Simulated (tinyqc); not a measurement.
Quarter-wave Bragg mirror and the threshold of a vertical cavity: two steps of the calculation.

N pairs of lossless layers, each a quarter wave thick at lam, in the order nH, nL from the incident medium n0 to the exit medium ns; normal incidence, no dispersion. At wavelength lam + dw each layer has the phase d = (pi/2) lam/(lam + dw) and the matrix [[cos d, i sin d/n], [i n sin d, cos d]].

Parameters, values chosen for the exercise; indices close to those of titanium oxide and silicon dioxide: design wavelength lam = 633 nm; high index nH = 2.321; low index nL = 1.466; number of pairs N = 6; index of the incident medium n0 = 1; index of the exit medium ns = 1.5.

Problem 1. Thicknesses, peak reflectance and stop band. At the design wavelength Y = ns (nH/nL)^(2 N), T0 = 4 n0 Y/(n0 + Y)^2; stop band, to first order in its width, (4 lam/pi) arcsin((nH - nL)/(nH + nL)); layer thicknesses lam/(4 n).

Give: thickness of the high-index layer; thickness of the low-index layer; Y; T0; stop band.

Solution 1.

thickness of the high-index layer = 68.182 nm
thickness of the low-index layer = 107.95 nm
Y = 372.04
T0 = 1.0694 %
stop band = 183.55 nm

Each further pair divides T0 by about (nH/nL)^2 = 2.51.

Problem 2. Reflection at the detuned wavelength. B = M11 + M12 ns, C = M21 + M22 ns; r = (n0 B - C)/(n0 B + C), T = 4 n0 ns/|n0 B + C|^2, R = |r|^2 = 1 - T.

M:
```
	1	2
1	0.05674216+0.00000000i	0.00000000+0.17835479i
2	0.00000000+0.60686751i	15.71604294+0.00000000i
```

Find: r; T; phase of r against its value at dw = 0.

Solution 2.

r = -0.99437+0.02243i
T = 1.0730 %
phase of r against its value at dw = 0 = -0.022557 rad

T is 1.00 times its value at the design wavelength.

Program tinyqc, `OMP_NUM_THREADS=1 python tinyqc.py 2650030 2650031 out.jsonl`; Intel Xeon 2.30GHz, shared host, one thread, about 0.01 s.
